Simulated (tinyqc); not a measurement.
Resistance of a source-drain extension with a graded tip: one step of the calculation.

y runs along the channel, the gate covers y > 0. The doping is N0 for y < y0 and N0 10^(-(y - y0)/la) beyond, uniform over the depth xj. Sheet conductance s(y) = q mu(N) max(N - Nch, 0) xj + (for y > 0) ma Cox Vo, with mu(N) = u0 + (u1 - u0)/(1 + (N/Nr)^au) and Cox = eps0 eox/tox. Current is taken as one-dimensional; depletion of the tip, spreading and the contact are left out. The metallurgical junction lies at yj, where N = Nch.

Problem. Resistance of the overlapped part. Midpoint rule on 11 equal steps from 0 to yj: R_ov = sum h/s(y), per width.

Values chosen for this exercise; mobility law close to that of electrons in silicon:
- eox = 25.1 (relative permittivity of the gate insulator (close to zirconium oxide))
- tox = 5.4 nm (insulator thickness)
- N0 = 1.9e20 cm^-3 (active doping of the extension far from the gate)
- la = 1.7 nm/decade (lateral abruptness)
- y0 = 1.7 nm (position under the gate where the fall begins (gate edge at 0))
- xj = 15 nm (depth of the extension)
- Nch = 3.5e18 cm^-3 (channel doping)
- Vo = 0.32 V (gate overdrive)
- ma = 200 cm^2/(V s) (mobility of the gate-induced layer)
- u1 = 1414 cm^2/(V s) (mobility at low doping)
- u0 = 68.5 cm^2/(V s) (mobility at high doping)
- Nr = 9.2e16 cm^-3 (reference doping)
- au = 0.711 (exponent)

Constants: q = 1.602176634e-19 C, eps0 = 8.8541878128e-14 F/cm where lengths are in cm. Results are converted to the units shown.

Wanted: y; N; doped conductance; sheet resistance; R_ov.

Solution.

```
point   y (nm)  N (cm^-3)  doped conductance (uS)  sheet resistance (ohm/square)
0      0.21132  1.9000e20                  3334.2                         277.97
1      0.63395  1.9000e20                  3334.2                         277.97
2       1.0566  1.9000e20                  3334.2                         277.97
3       1.4792  1.9000e20                  3334.2                         277.97
4       1.9018  1.4455e20                  2564.2                         353.65
5       2.3245  8.1548e19                  1485.7                         571.73
6       2.7471  4.6005e19                  863.38                         887.49
7       3.1697  2.5953e19                  498.74                         1312.1
8       3.5924  1.4642e19                  278.81                         1844.3
9       4.0150  8.2600e18                  138.78                         2486.5
10      4.4376  4.6598e18                  40.784                         3287.5
```

R_ov = 5.0104 ohm um

Numbers from tinyqc (`OMP_NUM_THREADS=1 python tinyqc.py 2282058 2282059 out.jsonl`; about 0.03 s on one thread of a shared Intel Xeon 2.30GHz).
